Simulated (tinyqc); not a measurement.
Classical Heisenberg spin chain: exact results, Metropolis, heat-bath and over-relaxation steps, and a Monte Carlo run: one step, computed by the program tinyqc.

E = -J sum_i s_i . s_(i+1) for unit vectors s_i on an open chain; K = J/(k_B T).

Problem. Four single-spin steps. The given spins are first normalised. Spins 2 and 3 are updated in turn, with h = K (sum of the two neighbours). Heat bath: cos(theta) = 1 + ln(1 - r1 (1 - exp(-2 |h|)))/|h| about n = h/|h|, azimuth 2 pi r2 = phi in the frame a = n x z/|n x z|, b = n x a: s = n cos(theta) + sin(theta)(a cos(phi) + b sin(phi)); r1, r2 are the first two numbers of the row. Steps 2 and 4 are reflections, s -> 2 (s . h) h/|h|^2 - s, which keep the energy and use no random number.

Inputs (values chosen for the exercise, for a model chain of large moments): temperature T = 335 K.

Update: heat bath with over-relaxation.

four neighbouring spins (rows; components x, y, z):
```
         1       2        3
1   0.6817  0.1788  -0.7095
2   0.8334  0.1075  -0.5421
3   0.0928  0.9761   0.1965
4  -0.7265  0.6571   0.2011
```

random numbers, one row a step:
```
        1       2       3
1  0.7618  0.9930  0.4562
2  0.0028  0.8923  0.2839
3  0.2163  0.7791  0.3900
4  0.1387  0.8880  0.8422
```

K = 0.5888860

Give: the table «Steps» with the columns |h|, h . s before, h . s after, move, x, y, z.

Solution.

Steps:
```
spin     |h|  h . s before  h . s after        move        x        y       z
2     0.8728        0.6170      -0.1183   heat bath   0.7596  -0.6444  0.0878
3     0.1714        0.0425       0.0425  reflection  -0.0362  -0.9544  0.2962
2     0.6421        0.5617       0.4720   heat bath   0.5020  -0.7960  0.3383
3     0.3537        0.1769       0.1769  reflection  -0.3378   0.7231  0.6025
```
